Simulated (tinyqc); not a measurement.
# Off-state leakage of single and stacked transistors, step by step

tinyqc, about 0.03 s, one thread, Intel Xeon 2.30GHz (shared host): `OMP_NUM_THREADS=1 python tinyqc.py 2242227 2242228 out.jsonl` Printed values are rounded.

n-channel devices of unit width. Subthreshold current I(Vg, Vs, Vd) = I0 (T/300 K)^0.5 exp[(Vg - Vs - VT(T) - gb (Vs - Vb) + dd (Vd - Vs))/(nf Vt)] (1 - exp(-(Vd - Vs)/Vt)), VT(T) = VT - cT (T - 300 K). Gate-edge tunnelling Ig (Vd/1 V) exp(ag (Vd - 1 V)), for a gate at 0 V, and band-to-band leakage Ab u exp(-Bb/u), u = Vd - Vb + 1 V, flow at a drain held at V; both are taken as independent of T. In a stack of off transistors (all gates at 0 V) the same subthreshold current passes through each.

Values chosen for this exercise; values of the order met in bulk silicon logic transistors: temperature T = 330 K; supply voltage V = 0.8 V; threshold at 300 K, zero drain and body bias VT = 0.32 V; fall of the threshold with temperature cT = 0.9 mV/K; current at threshold at 300 K I0 = 0.17 uA/um; slope factor nf = 1.2; drain-induced lowering per volt dd = 0.1; rise of the threshold per volt of source-body bias gb = 0.22; gate-edge tunnelling current at 1 V Ig = 9e-6 uA/um; exponential slope of the gate current ag = 4.3 1/V; prefactor of band-to-band leakage at the drain Ab = 40 uA/(um V); its exponential voltage Bb = 20 V; body voltage Vb = -0.6 V.

Constants: q = 1.602176634e-19 C, kB = 1.380649e-23 J/K, Vt = kB T/q. Results are converted to the units shown.

## Leakage of one transistor

Vg = Vs = 0, Vd = V; effective threshold VT(T) - gb Vb - dd V.

effective threshold = 0.345 V
parts (nA/um): subthreshold 0.00725153, gate edge 0.00304677, band-to-band 23.0755
total = 23.0858 nA/um
shares (%): subthreshold 0.0314112, gate edge 0.0131976, band-to-band 99.9554

The band-to-band part is the largest.

## Starting value

Vx = dd V/(1 + gb + 2 dd), the solution for Vx well above Vt, rounded to three decimals.

Vx at the start = 0.056 V

## Iteration 1: new Vx

Stack of two, Vx the node between them: I_low = I(0, 0, Vx), I_up = I(0, Vx, V), f = ln(I_up/I_low), f' = -(1 + gb + 2 dd)/(nf Vt) - 1/(Vt (exp(Vx/Vt) - 1)) - 1/(Vt (exp((V - Vx)/Vt) - 1)), Vx(new) = Vx - f/f'.

I_low = 7.05151e-4 nA/um
I_up = 8.31134e-4 nA/um
f = 0.164379
f' = -47.3159 1/V
Vx after iteration 1 = 0.0594741 V

## Iteration 2: new Vx

As before.

I_low = 7.25654e-4 nA/um
I_up = 7.26623e-4 nA/um
f = 0.00133438
f' = -46.5675 1/V
Vx after iteration 2 = 0.0595027 V

## Iteration 3: new Vx

As before.

I_low = 7.25818e-4 nA/um
I_up = 7.25818e-4 nA/um
f = 8.15867e-8
f' = -46.5618 1/V
Vx after iteration 3 = 0.0595027 V

## Course of the iteration

Stop when the step is below 1e-11 V, or after 40 iterations.

Course of the iteration:
```
iteration  Vx before the step (V)  step (V)
1                           0.056   3.47e-3
2                       0.0594741   2.87e-5
3                       0.0595027   1.75e-9
4                       0.0595027   < 1e-15
```

Converged in 4 iterations. The subthreshold current of the stack is 7.258e-4 nA/um, 9.99 times less than that of one transistor (the drain leakage is unchanged); the estimate exp[dd V (1 + gb + dd)/((1 + gb + 2 dd) nf Vt)] gives 8.84.
